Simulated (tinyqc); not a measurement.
Isochronal anneals: hydrogen passivation and dissociation of interface defects with a spread of activation energies. Computed by tinyqc, a small Python program. Command: `OMP_NUM_THREADS=1 python tinyqc.py 3021038 3021039 out.jsonl passivation walk`. One thread of a shared host (Intel(R) Xeon(R) Processor @ 2.30GHz), about 0.01 s of CPU time with the checks.

Active defects P react as P + H2 -> HP + H and HP -> P + H; released atomic hydrogen is removed. All defects start active. Activation energies are normally distributed, independently for the two reactions.

Inputs (values chosen for the exercise, for a model interface):
```
quantity                        value    unit
mean passivation energy E_f      1.64      eV
spread s_f                       0.13      eV
prefactor k_f0                2.7e-08  cm^3/s
mean dissociation energy E_d     2.88      eV
spread s_d                      0.065      eV
prefactor k_d0                8.7e+12     1/s
dissolved hydrogen [H2]       1.3e+18   cm^-3
anneal time t                     390       s
```

Ambient: hydrogen.

Constants: k_B = 8.617333262e-05 eV/K.

Method. a = k_f0 [H2] exp(-E_f/k_B T), b = k_d0 exp(-E_d/k_B T); the active share of one kind of site is b/(a + b) + (a/(a + b)) exp(-(a + b) t). Full average: z from -5 to 5 in steps of 0.125 with normalised weights exp(-z^2/2), energy = mean + spread x z, over both energies.

Same time, other temperatures:
```
T (K)     a (1/s)     b (1/s)  active share, single energy  active share, spread
450    1.5070e-08  4.8410e-20                   9.9999e-01            9.9898e-01
525    6.3387e-06  1.9622e-15                   9.9753e-01            9.5578e-01
600    5.8873e-04  5.6051e-12                   7.9485e-01            6.3076e-01
675    1.9976e-02  2.7319e-09                   4.1369e-04            1.5165e-01
750    3.3496e-01  3.8616e-07                   1.1529e-06            8.5205e-03
825    3.3639e+00  2.2188e-05                   6.5958e-06            1.4422e-04
900    2.2999e+01  6.4898e-04                   2.8217e-05            1.6260e-04
975    1.1699e+02  1.1292e-02                   9.6518e-05            4.2758e-04
1050   4.7169e+02  1.3066e-01                   2.7692e-04            9.9433e-04
1125   1.5792e+03  1.0907e+00                   6.9017e-04            2.0869e-03
```

What follows from these numbers?

The active share is lowest, 1.44e-4, at 825 K of those listed: below, passivation is too slow for this time, and above, dissociation competes. A single energy would promise 1.15e-6 (at 750 K), so among these rows the spread raises the floor by a factor 130.

Extremes, crossings and ranges named in words are read from the listed rows.
